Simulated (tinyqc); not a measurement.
Thermionic-field emission through a Schottky barrier, WKB: one step of the calculation.

Metal on an n-type semiconductor with one parabolic valley; V > 0 is forward bias (metal positive). Energies E are counted from the conduction edge of the neutral semiconductor, whose Fermi level lies at -xi; that of the metal lies at -xi - V. The barrier is a parabola of height Vd = phi - xi - V (depletion approximation, no image force).

Task. Current density on a coarse grid. For E < Vd, ln T(E) = -(Vd/E00) [sqrt(1 - y) - y ln((1 + sqrt(1 - y))/sqrt(y))], y = E/Vd; T(E) = 1 above. J = A* T (q/kB) int_0^infinity T(E) N(E) dE, N = ln[(1 + exp((-xi - E)/Vt))/(1 + exp((-xi - V - E)/Vt))], A* = 4 pi q me m0 kB^2/h^3 (times 1e-4 for A/(cm^2 K^2)). Simpson's rule on nE equally spaced points from 0 to Eb.

Values chosen for this exercise; band and dielectric values close to those of indium phosphide: temperature T = 350 K; electron mass me = 0.0789 m0; bias V = 0.19 V; points of the energy grid nE = 13; upper end of the energy grid Eb = 0.7 eV.

Constants: q = 1.602176634e-19 C, kB = 1.380649e-23 J/K, h = 6.62607015e-34 J s, m0 = 9.1093837015e-31 kg, Vt = kB T/q. Results are converted to the units shown.

xi = -0.26561346 eV
Vd = 0.97561346 V
E00 = 70.233122 meV

Find: E; T(E); N; T(E) N; J.

Result.

```
point,E (eV),T(E),N,T(E) N
0,0.0000,9.272e-7,6.221,5.769e-6
1,0.0583,7.996e-6,5.853,4.680e-5
2,0.1167,3.827e-5,4.717,1.805e-4
3,0.1750,1.454e-4,3.016,4.386e-4
4,0.2333,4.729e-4,1.360,6.430e-4
5,0.2917,0.001364,0.3510,4.787e-4
6,0.3500,0.003560,0.05904,2.102e-4
7,0.4083,0.008519,0.008754,7.458e-5
8,0.4667,0.01886,0.001270,2.395e-5
9,0.5250,0.03884,1.837e-4,7.136e-6
10,0.5833,0.07475,2.656e-5,1.985e-6
11,0.6417,0.1347,3.839e-6,5.172e-7
12,0.7000,0.2275,5.550e-7,1.263e-7
```

J = 4725 A/cm^2

The integrand peaks at E = 0.233 eV among these points, 0.24 of the barrier height.

Range of the model: The depletion approximation, a parabolic band and the neglect of image-force lowering make these currents estimates at high doping.

Numbers from tinyqc (`OMP_NUM_THREADS=1 python tinyqc.py 2640054 2640055 out.jsonl`; about 0.04 s on one thread of a shared Intel Xeon 2.30GHz).
